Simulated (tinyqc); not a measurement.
Line constants from open and short measurements.

Question. A uniform line of length len, under a quarter wavelength, has Z_open = Zc coth(gamma len) and Z_short = Zc tanh(gamma len); gamma Zc = r + i w l and gamma/Zc = g + i w c, w = 2 pi f. Find r, l and c.

Parameters, values chosen for the exercise: length len = 4.9 mm; frequency f = 0.73 GHz.

Zin with the far end open = 0.85049-283.32533i ohm
Zin with the far end shorted = 0.8492605+5.6463336i ohm

Solution. The product of the two impedances is Zc^2 and their ratio tanh^2(gamma len); the principal branch holds below a quarter wavelength.

r = 0.171 ohm/mm
l = 0.250 nH/mm
c = 156 pF/m

Program tinyqc, `OMP_NUM_THREADS=1 python tinyqc.py 2810174 2810175 out.jsonl`; Intel Xeon 2.30GHz, shared host, one thread, about 0.01 s.
